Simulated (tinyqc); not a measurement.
Hot electrons in a saturated n-channel MOSFET, lucky-electron model: two steps of the calculation.

Beyond pinch-off the lateral field grows as Esat cosh(y/l) over the velocity-saturated region (pseudo-two-dimensional model). Impact ionisation in this region gives the substrate current, which biases the body forward through Rsub. Currents are per width. Local-field laws: they overstate ionisation when the field peak is narrower than an energy relaxation length.

Values chosen for this exercise; values close to those of silicon n-channel devices: channel length L = 0.35 um; oxide thickness tox = 6.6 nm; threshold VT = 0.47 V; saturation velocity vs = 8.6e6 cm/s; ionisation prefactor Ai = 2e6 1/cm; ionisation field Bi = 1.66 MV/cm; resistance of the lightly doped drain Rd = 700 ohm um; substrate resistance Rsub = 3200 ohm um; fall of VT per volt of forward body bias kb = 0.43; hot-electron mean free path lm = 7.2 nm; oxide barrier pb = 3.2 V; prefactor of the gate current Cg = 0.0038; lifetime exponent m = 3.3; lifetime constant Hl = 43000 s uA/um; drain voltage Vd = 2.2 V; gate voltage Vg = 1.2 V.

Constants: eps0 = 8.8541878128e-14 F/cm where lengths are in cm. Results are converted to the units shown.

Problem 1. Body bias from the substrate current. Cox = 3.9 eps0/tox. Overdrive g = Vg - VT + kb Vb; Vdsat = g Esat L/(g + Esat L); Id = Cox vs (g - Vdsat); dV = Vd - Id Rd - Vdsat; Em = sqrt((dV/l)^2 + Esat^2); Isub = Id (Ai/Bi) l Em exp(-Bi/Em). Vb(new) = Rsub Isub.

Vb at the start = 0 V
l = 46.669048 nm
Esat = 0.040952381 MV/cm

Wanted: Vdsat; Id; dV; Em; Isub; Vb after iteration 1.

Solution 1.

Vdsat = 0.48367 V
Id = 110.84 uA/um
dV = 1.6387 V
Em = 0.35352 MV/cm
Isub = 2.0127 uA/um
Vb after iteration 1 = 0.0064407 V

Problem 2. Gate current, lifetime and channel shortening. Ig = Cg Id exp(-pb/(lm Em)); lifetime tau = (Hl/Id)(Isub/Id)^(-m); length of the saturated region dL = l ln[(dV/l + Em)/Esat]. 1 year = 3.15576e7 s.

Id = 111.53849 uA/um
dV = 1.6370411 V
Em = 0.35315909 MV/cm
Isub = 2.0136068 uA/um
l = 46.669048 nm
Esat = 0.040952381 MV/cm

Give: Isub/Id; Ig; tau; dL.

Solution 2.

Isub/Id = 0.018053
Ig = 1.4511 pA/um
tau = 6.9235 years
dL = 132.74 nm

The lifetime misses ten years.

Computed by the program tinyqc: `OMP_NUM_THREADS=1 python tinyqc.py 2550018 2550019 out.jsonl`, one thread of a shared Intel Xeon 2.30GHz, about 0.01 s for the whole run.
